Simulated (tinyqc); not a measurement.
Inside a calculation. Model: four-point probe, van der Pauw, Hall and spreading-resistance readings of a semiconductor layer. Computed by tinyqc, a small Python program that keeps every step. Command: `OMP_NUM_THREADS=1 python tinyqc.py 3111524 3111525 out.jsonl probe walk`. One thread of a shared host (Intel(R) Xeon(R) Processor @ 2.30GHz), about 0.01 s of CPU time with the checks. Intermediate numbers are printed to about 6 digits and carried at full precision; extremes and crossings named in words are read from the listed rows.

The layer is uniform and ohmic; contacts are points unless a radius is given.

Inputs (values chosen for the exercise, modelled on n-type silicon):

| quantity | value | unit |
|---|---|---|
| carrier density n | 3.6e+14 | 1/cm^3 |
| drift mobility mu | 1260 | cm^2/(V s) |
| layer thickness t | 130 | micrometre |
| probe spacing s | 0.5 | mm |
| current I | 0.02 | mA |
| side ratio a/b of the van der Pauw rectangle | 2.1 | - |
| magnetic field B | 0.54 | T |
| Hall factor r_H | 1.2 | - |
| wafer diameter over spacing D/s | 5 | - |

Backing of the layer: insulating.

Constants: e = 1.602176634e-19 C.

## Resistivity and sheet resistance

rho = 1/(e n mu); R_s = rho/t.

resistivity rho = 13.7599 ohm cm

sheet resistance R_s = 1058.46 ohm/square

## Four-point voltage

Collinear probes with equal spacing on a layer with insulating backing: images at depth 2 m t give V = (rho I/(2 pi s)) G, G = 1 + 4 sum_(m>=1) [1/sqrt(1 + (2 m u)^2) - 1/sqrt(4 + (2 m u)^2)], u = t/s; the sum runs to m = 20000, with the tail 3/(32 u^3 M^2) added to the sum for M = 20000. Limits: thick, rho = 2 pi s V/I; thin on an insulator, rho = (pi/ln 2) t V/I.

t/s = 0.26

G = 5.33193

voltage V = 4.67069 mV

rho by the thick formula = 73.3671 ohm cm

rho by the thin formula = 13.7600 ohm cm

The thick formula is off by +433.2 % and the thin one by 0.0 %.

## Thickness correction

The last two columns give rho(formula)/rho for rho = 2 pi s V/I and rho = (pi/ln 2) t V/I.

Correction against t/s:

| t/s | G | thick formula | thin formula |
|---|---|---|---|
| 0.1 | 13.8629 | 13.8629 | 1.00000 |
| 0.2 | 6.9315 | 6.9315 | 1.00000 |
| 0.3 | 4.6211 | 4.6211 | 1.00003 |
| 0.5 | 2.7799 | 2.7799 | 1.00264 |
| 0.7 | 2.0175 | 2.0175 | 1.01871 |
| 1.0 | 1.5045 | 1.5045 | 1.08524 |
| 1.5 | 1.1973 | 1.1973 | 1.29547 |
| 2.0 | 1.0939 | 1.0939 | 1.57814 |
| 3.0 | 1.0306 | 1.0306 | 2.23037 |
| 5.0 | 1.0070 | 1.0070 | 3.63194 |

The thin formula holds to 1 % up to t/s = 0.5 and the thick one holds to 1 % from t/s = 5.

## Finite wafer

For a thin circular wafer probed at its centre, R_s = C V/I with C = pi/(ln 2 + ln[((D/s)^2 + 3)/((D/s)^2 - 3)]).

factor C = 3.36248

error if pi/ln 2 is used = 34.7923 %

## The two van der Pauw resistances

Thin rectangle with point contacts at the corners; for R_B current and voltage contacts lie along the two sides of length a, for R_A along those of length b: exp(-pi R_A/R_s) = (theta_4/theta_3)^4, exp(-pi R_B/R_s) = (theta_2/theta_3)^4 with q = exp(-pi a/b), theta_2 = 2 sum_(m>=0) q^((m + 1/2)^2), theta_3 = 1 + 2 sum_(m>=1) q^(m^2), theta_4 = 1 + 2 sum_(m>=1) (-1)^m q^(m^2).

R_A = 7.35282 ohm

R_B = 1292.30 ohm

ratio R_B/R_A = 175.755

## Solving the van der Pauw equation

Solve exp(-pi z R_A) + exp(-pi z R_B) = 1 for z = 1/R_s by seven Newton steps from z = 2 ln 2/(pi (R_A + R_B)); f = R_s 2 ln 2/(pi (R_A + R_B)).

Steps:

| step | 1/z (ohm) | left side less 1 |
|---|---|---|
| 0 | 2945.24 | 2.44156e-01 |
| 1 | 1745.27 | 8.45167e-02 |
| 2 | 1291.08 | 2.53543e-02 |
| 3 | 1107.61 | 4.95407e-03 |
| 4 | 1061.57 | 3.07275e-04 |
| 5 | 1058.47 | 1.36977e-06 |
| 6 | 1058.46 | 0 |

R_s found = 1058.46 ohm/square

correction f = 0.359379

Averaging R_A and R_B without f would overstate R_s by 178.3 %.

## Hall reading

V_H = r_H I B/(e n t); apparent density n/r_H; Hall mobility r_H mu; Hall angle tan = r_H mu B (SI).

Hall voltage = 1.72842 mV

apparent density = 3.00e+14 1/cm^3

Hall mobility = 1512 cm^2/(V s)

tangent of the Hall angle = 0.081648

Checks made by the program: thin limit of G, 2 ln 2/u at u = 0.02 (relative difference below 1e-10); R_s recovered (relative difference below 1e-10).
